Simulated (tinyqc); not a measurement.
Inside a calculation (part 1 of 2). Method: G0W0 on RHF in the sto-3g basis, for BeH2, spin multiplicity 1. Computed by tinyqc, a small Python program that keeps every step (integrals from PySCF). Settings: charge = 0, multiplicity = 1, basis = sto-3g, method = RHF, energy threshold = 1e-10, iteration cap = 68, orthogonalisation = symmetric, start = atomic densities, DIIS depth = 6. Command: `OMP_NUM_THREADS=1 python tinyqc.py 24568 24569 out.jsonl` (the two numbers bound the seeds that draw the settings). One thread of a shared host (Intel(R) Xeon(R) Processor @ 2.60GHz), about 0.08 s of CPU time with the checks. The early iterations of the SCF are left out here.

## One-electron integrals

Geometry (angstrom):
```
atom         x          y         z
Be    0.000000   0.000000  0.000000
H     0.000000   1.351000  0.000000
H     0.000000  -1.351000  0.000000
```

Basis sto-3g: exponents (1/bohr^2) and contraction coefficients of normalised primitives:
```
element  l (shell)   exponent  coefficient
Be           s (1)  30.167871     0.154329
Be           s (1)   5.495115     0.535328
Be           s (1)   1.487193     0.444635
Be           s (2)   1.314833    -0.099967
Be           s (2)   0.305539     0.399513
Be           s (2)   0.099371     0.700115
Be           p (3)   1.314833     0.155916
Be           p (3)   0.305539     0.607684
Be           p (3)   0.099371     0.391957
H            s (1)   3.425251     0.154329
H            s (1)   0.623914     0.535328
H            s (1)   0.168855     0.444635
```

Overlap, kinetic and nuclear-attraction integrals over the contracted functions; the nuclear repulsion is the sum of Za Zb / Rab.

nuclear repulsion = 3.32939030 hartree

overlap S:
```
           1Be 1s    1Be 2s   1Be 2px    1Be 2py   1Be 2pz     2H 1s      3H 1s
1Be 1s   1.000000  0.259517  0.000000   0.000000  0.000000  0.067820   0.067820
1Be 2s   0.259517  1.000000  0.000000   0.000000  0.000000  0.455521   0.455521
1Be 2px  0.000000  0.000000  1.000000   0.000000  0.000000  0.000000   0.000000
1Be 2py  0.000000  0.000000  0.000000   1.000000  0.000000  0.522785  -0.522785
1Be 2pz  0.000000  0.000000  0.000000   0.000000  1.000000  0.000000   0.000000
2H 1s    0.067820  0.455521  0.000000   0.522785  0.000000  1.000000   0.033569
3H 1s    0.067820  0.455521  0.000000  -0.522785  0.000000  0.033569   1.000000
```

kinetic energy T (hartree):
```
            1Be 1s     1Be 2s   1Be 2px    1Be 2py   1Be 2pz      2H 1s      3H 1s
1Be 1s    6.693975  -0.033012  0.000000   0.000000  0.000000  -0.016243  -0.016243
1Be 2s   -0.033012   0.211111  0.000000   0.000000  0.000000   0.067418   0.067418
1Be 2px   0.000000   0.000000  0.660592   0.000000  0.000000   0.000000   0.000000
1Be 2py   0.000000   0.000000  0.000000   0.660592  0.000000   0.190253  -0.190253
1Be 2pz   0.000000   0.000000  0.000000   0.000000  0.660592   0.000000   0.000000
2H 1s    -0.016243   0.067418  0.000000   0.190253  0.000000   0.760032  -0.009196
3H 1s    -0.016243   0.067418  0.000000  -0.190253  0.000000  -0.009196   0.760032
```

nuclear attraction V (hartree):
```
             1Be 1s     1Be 2s    1Be 2px    1Be 2py    1Be 2pz      2H 1s      3H 1s
1Be 1s   -15.344478  -2.102547   0.000000   0.000000   0.000000  -0.548665  -0.548665
1Be 2s    -2.102547  -3.047229   0.000000   0.000000   0.000000  -1.345175  -1.345175
1Be 2px    0.000000   0.000000  -2.952031   0.000000   0.000000   0.000000   0.000000
1Be 2py    0.000000   0.000000   0.000000  -3.182739   0.000000  -1.509665   1.509665
1Be 2pz    0.000000   0.000000   0.000000   0.000000  -2.952031   0.000000   0.000000
2H 1s     -0.548665  -1.345175   0.000000  -1.509665   0.000000  -2.977368  -0.115967
3H 1s     -0.548665  -1.345175   0.000000   1.509665   0.000000  -0.115967  -2.977368
```

core Hamiltonian H = T + V (hartree):
```
            1Be 1s     1Be 2s    1Be 2px    1Be 2py    1Be 2pz      2H 1s      3H 1s
1Be 1s   -8.650503  -2.135560   0.000000   0.000000   0.000000  -0.564908  -0.564908
1Be 2s   -2.135560  -2.836118   0.000000   0.000000   0.000000  -1.277757  -1.277757
1Be 2px   0.000000   0.000000  -2.291439   0.000000   0.000000   0.000000   0.000000
1Be 2py   0.000000   0.000000   0.000000  -2.522147   0.000000  -1.319411   1.319411
1Be 2pz   0.000000   0.000000   0.000000   0.000000  -2.291439   0.000000   0.000000
2H 1s    -0.564908  -1.277757   0.000000  -1.319411   0.000000  -2.217336  -0.125163
3H 1s    -0.564908  -1.277757   0.000000   1.319411   0.000000  -0.125163  -2.217336
```

## Two-electron integrals

Functions are numbered as in S; the eight-fold symmetry (ij|kl) = (ji|kl) = (kl|ij) leaves the list below.

Two-electron integrals (ij|kl) in chemists' order, unique and non-zero (hartree):
```
(11|11) 2.298831    (21|11) 0.392036    (21|21) 0.079539    (22|11) 0.570988
(22|21) 0.143041    (22|22) 0.417683    (31|31) 0.014607    (32|31) 0.021888
(32|32) 0.092265    (33|11) 0.569578    (33|21) 0.143083    (33|22) 0.417589
(33|33) 0.449859    (41|41) 0.014607    (42|41) 0.021888    (42|42) 0.092265
(43|43) 0.024249    (44|11) 0.569578    (44|21) 0.143083    (44|22) 0.417589
(44|33) 0.401360    (44|44) 0.449859    (51|51) 0.014607    (52|51) 0.021888
(52|52) 0.092265    (53|53) 0.024249    (54|54) 0.024249    (55|11) 0.569578
(55|21) 0.143083    (55|22) 0.417589    (55|33) 0.401360    (55|44) 0.401360
(55|55) 0.449859    (61|11) 0.101422    (61|21) 0.020558    (61|22) 0.037235
(61|33) 0.036963    (61|41) 0.001846    (61|42) 0.003447    (61|44) 0.037799
(61|55) 0.036963    (61|61) 0.005580    (62|11) 0.223409    (62|21) 0.056665
(62|22) 0.177491    (62|33) 0.171039    (62|41) 0.007455    (62|42) 0.043763
(62|44) 0.190238    (62|55) 0.171039    (62|61) 0.016182    (62|62) 0.107966
(63|31) 0.005484    (63|32) 0.024931    (63|43) 0.007795    (63|63) 0.010595
(64|11) 0.231852    (64|21) 0.059573    (64|22) 0.195835    (64|33) 0.184252
(64|41) 0.012221    (64|42) 0.068492    (64|44) 0.218801    (64|55) 0.184252
(64|61) 0.017876    (64|62) 0.136115    (64|64) 0.178289    (65|51) 0.005484
(65|52) 0.024931    (65|54) 0.007795    (65|65) 0.010595    (66|11) 0.388180
(66|21) 0.100296    (66|22) 0.349982    (66|33) 0.324557    (66|41) 0.016297
(66|42) 0.120419    (66|44) 0.400549    (66|55) 0.324557    (66|61) 0.029566
(66|62) 0.264836    (66|64) 0.355974    (66|66) 0.774606    (71|11) 0.101422
(71|21) 0.020558    (71|22) 0.037235    (71|33) 0.036963    (71|41) -0.001846
(71|42) -0.003447   (71|44) 0.037799    (71|55) 0.036963    (71|61) 0.005084
(71|62) 0.013648    (71|64) 0.013757    (71|66) 0.023754    (71|71) 0.005580
(72|11) 0.223409    (72|21) 0.056665    (72|22) 0.177491    (72|33) 0.171039
(72|41) -0.007455   (72|42) -0.043763   (72|44) 0.190238    (72|55) 0.171039
(72|61) 0.013648    (72|62) 0.058683    (72|64) 0.058404    (72|66) 0.107081
(72|71) 0.016182    (72|72) 0.107966    (73|31) 0.005484    (73|32) 0.024931
(73|43) -0.007795   (73|63) 0.004694    (73|73) 0.010595    (74|11) -0.231852
(74|21) -0.059573   (74|22) -0.195835   (74|33) -0.184252   (74|41) 0.012221
(74|42) 0.068492    (74|44) -0.218801   (74|55) -0.184252   (74|61) -0.013757
(74|62) -0.058404   (74|64) -0.055329   (74|66) -0.104412   (74|71) -0.017876
(74|72) -0.136115   (74|74) 0.178289    (75|51) 0.005484    (75|52) 0.024931
(75|54) -0.007795   (75|65) 0.004694    (75|75) 0.010595    (76|11) 0.021274
(76|21) 0.005257    (76|22) 0.014771    (76|33) 0.014533    (76|44) 0.015239
(76|55) 0.014533    (76|61) 0.001375    (76|62) 0.006444    (76|64) 0.007229
(76|66) 0.013064    (76|71) 0.001375    (76|72) 0.006444    (76|74) -0.007229
(76|76) 0.000532    (77|11) 0.388180    (77|21) 0.100296    (77|22) 0.349982
(77|33) 0.324557    (77|41) -0.016297   (77|42) -0.120419   (77|44) 0.400549
(77|55) 0.324557    (77|61) 0.023754    (77|62) 0.107081    (77|64) 0.104412
(77|66) 0.195806    (77|71) 0.029566    (77|72) 0.264836    (77|74) -0.355974
(77|76) 0.013064    (77|77) 0.774606
```

## Orthogonalisation

S = U s U^T; symmetric (Loewdin) form X = U s^(-1/2) U^T, so that X^T S X = 1.

eigenvalues of S: 0.243696  0.348918  0.938630  1.000000  1.000000  1.722736  1.746021

X:
```
            1Be 1s     1Be 2s   1Be 2px    1Be 2py   1Be 2pz      2H 1s      3H 1s
1Be 1s    1.028404  -0.153167  0.000000   0.000000  0.000000   0.018183   0.018183
1Be 2s   -0.153167   1.254784  0.000000   0.000000  0.000000  -0.311001  -0.311001
1Be 2px   0.000000   0.000000  1.000000   0.000000  0.000000   0.000000   0.000000
1Be 2py   0.000000   0.000000  0.000000   1.379454  0.000000  -0.446712   0.446712
1Be 2pz   0.000000   0.000000  0.000000   0.000000  1.000000   0.000000   0.000000
2H 1s     0.018183  -0.311001  0.000000  -0.446712  0.000000   1.303420  -0.104718
3H 1s     0.018183  -0.311001  0.000000   0.446712  0.000000  -0.104718   1.303420
```

## Iteration 6 (converged): orbitals

converged F (hartree):
```
            1Be 1s     1Be 2s   1Be 2px    1Be 2py   1Be 2pz      2H 1s      3H 1s
1Be 1s   -4.517100  -1.287984  0.000000   0.000000  0.000000  -0.346449  -0.346449
1Be 2s   -1.287984  -0.630018  0.000000   0.000000  0.000000  -0.412437  -0.412437
1Be 2px   0.000000   0.000000  0.212283   0.000000  0.000000   0.000000   0.000000
1Be 2py   0.000000   0.000000  0.000000  -0.231556  0.000000  -0.332925   0.332925
1Be 2pz   0.000000   0.000000  0.000000   0.000000  0.212283   0.000000   0.000000
2H 1s    -0.346449  -0.412437  0.000000  -0.332925  0.000000  -0.308218  -0.046715
3H 1s    -0.346449  -0.412437  0.000000   0.332925  0.000000  -0.046715  -0.308218
```

Diagonalise F' = X^T F X, C = X C', fill 3 alpha and 3 beta electrons from the bottom; D = 2 C_occ C_occ^T. Each column has its largest component positive (the first on a tie).

F' = X^T F X (hartree):
```
           1          2         3          4         5          6          7
1  -4.407927  -0.690211  0.000000   0.000000  0.000000  -0.053609  -0.053609
2  -0.690211  -0.093721  0.000000   0.000000  0.000000  -0.332591  -0.332591
3   0.000000   0.000000  0.212283   0.000000  0.000000   0.000000   0.000000
4   0.000000   0.000000  0.000000   0.275627  0.000000  -0.472384   0.472384
5   0.000000   0.000000  0.000000   0.000000  0.212283   0.000000   0.000000
6  -0.053609  -0.332591  0.000000  -0.472384  0.000000   0.102920  -0.123827
7  -0.053609  -0.332591  0.000000   0.472384  0.000000  -0.123827   0.102920
```

orbital energies (hartree): MO1 -4.520541, MO2 -0.454047, MO3 -0.417312, MO4 0.212283, MO5 0.212283, MO6 0.452034, MO7 0.919686

coefficients C:
```
               MO1        MO2        MO3        MO4       MO5        MO6        MO7
1Be 1s    0.991757  -0.222890   0.000000   0.000000  0.000000  -0.220170   0.000000
1Be 2s    0.031780   0.561342   0.000000   0.000000  0.000000   1.214608   0.000000
1Be 2px   0.000000   0.000000   0.000000   0.922226  0.386651   0.000000   0.000000
1Be 2py   0.000000   0.000000   0.502621   0.000000  0.000000   0.000000   1.431561
1Be 2pz   0.000000   0.000000   0.000000  -0.386651  0.922226   0.000000   0.000000
2H 1s    -0.002964   0.394037   0.406778   0.000000  0.000000  -0.812540  -1.012674
3H 1s    -0.002964   0.394037  -0.406778   0.000000  0.000000  -0.812540   1.012674
```

D after iteration 6:
```
            1Be 1s     1Be 2s   1Be 2px    1Be 2py   1Be 2pz      2H 1s      3H 1s
1Be 1s    2.066524  -0.187199  0.000000   0.000000  0.000000  -0.181534  -0.181534
1Be 2s   -0.187199   0.632230  0.000000   0.000000  0.000000   0.442191   0.442191
1Be 2px   0.000000   0.000000  0.000000   0.000000  0.000000   0.000000   0.000000
1Be 2py   0.000000   0.000000  0.000000   0.505256  0.000000   0.408910  -0.408910
1Be 2pz   0.000000   0.000000  0.000000   0.000000  0.000000   0.000000   0.000000
2H 1s    -0.181534   0.442191  0.000000   0.408910  0.000000   0.641485  -0.020388
3H 1s    -0.181534   0.442191  0.000000  -0.408910  0.000000  -0.020388   0.641485
```

Within a degenerate level the vectors are fixed only up to a rotation; this is one choice.

## Convergence

Stop when the energy changes by less than 1e-10 hartree and every element of the error matrix X^T (F D S - S D F) X is below 3e-06.

Course of the cycle:
```
iteration   E (hartree)     change  largest element of the error matrix
1          -15.40518598          -                             3.91e-01
2          -15.54368129  -1.38e-01                             9.90e-02
3          -15.55795496  -1.43e-02                             1.53e-02
4          -15.55848018  -5.25e-04                             5.37e-04
5          -15.55848058  -3.99e-07                             7.87e-06
6          -15.55848058  -9.30e-11                             6.72e-07
```

PySCF RHF in the same basis = -15.55848058 hartree

Converged in 6 iterations.

## Integrals over molecular orbitals

(pq|rs) = sum C_ip C_jq C_kr C_ls (ij|kl), one index at a time.

one-electron integrals over orbitals h = C^T H C (hartree):
```
           1          2          3          4          5          6          7
1  -8.638878   0.223311   0.000000   0.000000   0.000000   0.195485   0.000000
2   0.223311  -2.448509   0.000000   0.000000   0.000000  -0.180191   0.000000
3   0.000000   0.000000  -2.408584   0.000000   0.000000   0.000000  -0.284617
4   0.000000   0.000000   0.000000  -2.291439   0.000000   0.000000   0.000000
5   0.000000   0.000000   0.000000   0.000000  -2.291439   0.000000   0.000000
6   0.195485  -0.180191   0.000000   0.000000   0.000000  -1.914407   0.000000
7   0.000000   0.000000  -0.284617   0.000000   0.000000   0.000000  -1.808861
```

Two-electron integrals over orbitals (pq|rs), unique and non-zero (hartree):
```
(11|11) 2.271518    (21|11) -0.197339   (21|21) 0.026321    (22|11) 0.484779
(22|21) -0.006597   (22|22) 0.396234    (31|31) 0.005910    (32|31) 0.013834
(32|32) 0.164005    (33|11) 0.454746    (33|21) -0.002771   (33|22) 0.409498
(33|33) 0.432698    (41|41) 0.015766    (42|41) 0.015247    (42|42) 0.049200
(43|43) 0.014454    (44|11) 0.569175    (44|21) -0.007954   (44|22) 0.367718
(44|33) 0.354678    (44|44) 0.449859    (51|51) 0.015766    (52|51) 0.015247
(52|52) 0.049200    (53|53) 0.014454    (54|54) 0.024249    (55|11) 0.569175
(55|21) -0.007954   (55|22) 0.367718    (55|33) 0.354678    (55|44) 0.401360
(55|55) 0.449859    (61|11) -0.183135   (61|21) 0.025083    (61|22) -0.006681
(61|33) -0.003971   (61|44) -0.004851   (61|55) -0.004851   (61|61) 0.024121
(62|11) 0.114144    (62|21) -0.006584   (62|22) -0.023664   (62|33) -0.046852
(62|44) 0.053782    (62|55) 0.053782    (62|61) -0.004158   (62|62) 0.078169
(63|31) -0.002369   (63|32) -0.094354   (63|63) 0.083641    (64|41) 0.016361
(64|42) 0.047359    (64|64) 0.050812    (65|51) 0.016361    (65|52) 0.047359
(65|65) 0.050812    (66|11) 0.474995    (66|21) -0.006644   (66|22) 0.395070
(66|33) 0.406121    (66|44) 0.366137    (66|55) 0.366137    (66|61) -0.006144
(66|62) -0.034079   (66|66) 0.410134    (71|31) 0.011062    (71|32) 0.020262
(71|63) -0.001808   (71|71) 0.021097    (72|31) 0.003638    (72|32) -0.043769
(72|63) 0.061293    (72|71) 0.007467    (72|72) 0.056632    (73|11) 0.141285
(73|21) -0.004969   (73|22) -0.005070   (73|33) -0.020518   (73|44) 0.060398
(73|55) 0.060398    (73|61) -0.003367   (73|62) 0.073539    (73|66) -0.025634
(73|73) 0.082856    (74|43) 0.013731    (74|74) 0.016595    (75|53) 0.013731
(75|75) 0.016595    (76|31) 0.011104    (76|32) 0.142589    (76|63) -0.094942
(76|71) 0.016487    (76|72) -0.054922   (76|76) 0.140346    (77|11) 0.574790
(77|21) -0.008912   (77|22) 0.425598    (77|33) 0.444179    (77|44) 0.389955
(77|55) 0.389955    (77|61) -0.008710   (77|62) -0.034819   (77|66) 0.433681
(77|73) -0.009447   (77|77) 0.485716
```

## Screening: direct RPA

With D = e_a - e_i and K = (ia|jb): diagonalise D^(1/2) (D + 4K) D^(1/2) = Z w^2 Z^T; X + Y = D^(1/2) Z w^(-1/2), each column of Z with its largest component positive (the first on a tie); E_c = (sum w - tr (D + 2K)) / 2.

D^(1/2) (D + 4K) D^(1/2) (hartree^2):
```
           1>4        1>5        1>6        1>7       2>4       2>5        2>6       2>7
1>4  22.698097   0.000000   0.000000   0.000000  0.108302  0.000000   0.000000  0.000000
1>5   0.000000  22.698097   0.000000   0.000000  0.000000  0.108302   0.000000  0.000000
1>6   0.000000   0.000000  25.206274   0.000000  0.000000  0.000000  -0.035304  0.000000
1>7   0.000000   0.000000   0.000000  30.055160  0.000000  0.000000   0.000000  0.081653
2>4   0.108302   0.000000   0.000000   0.000000  0.575130  0.000000   0.000000  0.000000
2>5   0.000000   0.108302   0.000000   0.000000  0.000000  0.575130   0.000000  0.000000
2>6   0.000000   0.000000  -0.035304   0.000000  0.000000  0.000000   1.104293  0.000000
2>7   0.000000   0.000000   0.000000   0.081653  0.000000  0.000000   0.000000  2.198331
3>4   0.000000   0.000000   0.000000   0.000000  0.000000  0.000000   0.000000  0.000000
3>5   0.000000   0.000000   0.000000   0.000000  0.000000  0.000000   0.000000  0.000000
3>6   0.000000   0.000000   0.000000  -0.015729  0.000000  0.000000   0.000000  0.267928
3>7   0.000000   0.000000  -0.034730   0.000000  0.000000  0.000000   0.323761  0.000000

          3>4       3>5        3>6        3>7
1>4  0.000000  0.000000   0.000000   0.000000
1>5  0.000000  0.000000   0.000000   0.000000
1>6  0.000000  0.000000   0.000000  -0.034730
1>7  0.000000  0.000000  -0.015729   0.000000
2>4  0.000000  0.000000   0.000000   0.000000
2>5  0.000000  0.000000   0.000000   0.000000
2>6  0.000000  0.000000   0.000000   0.323761
2>7  0.000000  0.000000   0.267928   0.000000
3>4  0.432789  0.000000   0.000000   0.000000
3>5  0.000000  0.432789   0.000000   0.000000
3>6  0.000000  0.000000   1.046614   0.000000
3>7  0.000000  0.000000   0.000000   2.230678
```

excitation energies w (hartree): 0.657867  0.657867  0.758024  0.758024  0.993629  1.008880  1.502465  1.522178  4.764308  4.764308  5.020596  5.482281

X + Y:
```
            1          2          3          4          5          6          7         8
1>4  0.000000   0.000000  -0.012232   0.000051   0.000000   0.000000   0.000000  0.000000
1>5  0.000000   0.000000  -0.000051  -0.012232   0.000000   0.000000   0.000000  0.000000
1>6  0.000000   0.000000   0.000000   0.000000   0.000000   0.002309   0.000000  0.003369
1>7  0.000000   0.000000   0.000000   0.000000   0.002657   0.000000  -0.005225  0.000000
2>4  0.000000   0.000000   0.937550  -0.003893   0.000000   0.000000   0.000000  0.000000
2>5  0.000000   0.000000   0.003893   0.937550   0.000000   0.000000   0.000000  0.000000
2>6  0.000000   0.000000   0.000000   0.000000   0.000000   0.915629   0.000000  0.198964
2>7  0.000000   0.000000   0.000000   0.000000  -0.254080   0.000000   0.933605  0.000000
3>4  0.943365  -0.259010   0.000000   0.000000   0.000000   0.000000   0.000000  0.000000
3>5  0.259010   0.943365   0.000000   0.000000   0.000000   0.000000   0.000000  0.000000
3>6  0.000000   0.000000   0.000000   0.000000   0.913272   0.000000   0.164373  0.000000
3>7  0.000000   0.000000   0.000000   0.000000   0.000000  -0.296874   0.000000  0.905499

            9        10         11         12
1>4  0.000000  0.996678   0.000000   0.000000
1>5  0.996678  0.000000   0.000000   0.000000
1>6  0.000000  0.000000   0.995204   0.000000
1>7  0.000000  0.000000   0.000000   0.996153
2>4  0.000000  0.001831   0.000000   0.000000
2>5  0.001831  0.000000   0.000000   0.000000
2>6  0.000000  0.000000  -0.000631   0.000000
2>7  0.000000  0.000000   0.000000   0.001465
3>4  0.000000  0.000000   0.000000   0.000000
3>5  0.000000  0.000000   0.000000   0.000000
3>6  0.000000  0.000000   0.000000  -0.000205
3>7  0.000000  0.000000  -0.000791   0.000000
```

RPA correlation energy = -0.03837232 hartree

Within a degenerate level the vectors are fixed only up to a rotation; this is one choice.

## G0W0 on Hartree-Fock: HOMO

W(p,q,m) = sqrt2 sum_ia (pq|ia) (X+Y)_ia,m; Sigma_c(x) = sum_(i,m) W^2/(x - e_i + w_m) + sum_(a,m) W^2/(x - e_a - w_m); solve x = e_p + Sigma_c(x) by Newton steps; Z = 1/(1 - dSigma/dx); 1 hartree = 27.211386 eV.

The 12 largest terms at x = e_p (hartree; W for the signs of X + Y given):
```
q   m          W       term
2   5  -0.106060   0.010917
7   8   0.126779  -0.005622
6   7   0.100383  -0.004249
2   7  -0.079872   0.004145
6   5   0.085997  -0.003970
3   6  -0.052067   0.002687
7   6   0.060427  -0.001557
3   8  -0.039477   0.001024
5   2   0.019283  -0.000289
4   1   0.019283  -0.000289
2  12   0.028482   0.000147
1  12   0.015592   0.000025
```

Newton steps (hartree):
```
step          x  Sigma_c(x)         Z
0     -0.417312    0.002936  0.976857
1     -0.414444    0.002868  0.976922
2     -0.414444    0.002868  0.976922
```

quasiparticle energy of the HOMO = -11.277583 eV

Hartree-Fock value = -11.355627 eV
